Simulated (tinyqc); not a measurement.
Virtual-crystal alloy A(1-x)B(x) in sp3s* tight binding: one step. Levels at X. The numbers come from values chosen for the exercise (A near a published set for Ge, B for Si; such sets place X and L only to about 0.5 eV).

H (eV), rows sa, xa, ya, za, s*a, sc, xc, yc, zc, s*c and columns alike:
```
[[-5.501460, 0, 0, 0, 0, 0, 5.526512i, 0, 0, 0],
 [0, 1.637540, 0, 0, 0, -5.526512i, 0, 0, 0, -5.251130i],
 [0, 0, 1.637540, 0, 0, 0, 0, 0, 4.820312i, 0],
 [0, 0, 0, 1.637540, 0, 0, 0, 4.820312i, 0, 0],
 [0, 0, 0, 0, 6.471240, 0, 5.251130i, 0, 0, 0],
 [0, 5.526512i, 0, 0, 0, -5.501460, 0, 0, 0, 0],
 [-5.526512i, 0, 0, 0, -5.251130i, 0, 1.637540, 0, 0, 0],
 [0, 0, 0, -4.820312i, 0, 0, 0, 1.637540, 0, 0],
 [0, 0, -4.820312i, 0, 0, 0, 0, 0, 1.637540, 0],
 [0, 5.251130i, 0, 0, 0, 0, 0, 0, 0, 6.471240]]
```

p roots (eV): [0.000569, 3.274511]

Question. Diagonalise H; four bands are filled. The top of the valence band is the lower p root at Gamma.

Give: levels; gap from the valence top to X.

Answer.

levels (eV): [-8.9656, -8.9656, -3.1828, -3.1828, 1.1115, 1.1115, 6.4579, 6.4579, 10.4614, 10.4614]

gap from the valence top to X = 1.1109 eV

(tinyqc, `OMP_NUM_THREADS=1 python tinyqc.py 1450736 1450737 out.jsonl`, Intel(R) Xeon(R) Processor @ 2.30GHz, 1 thread, shared host, about 0.06 s.)
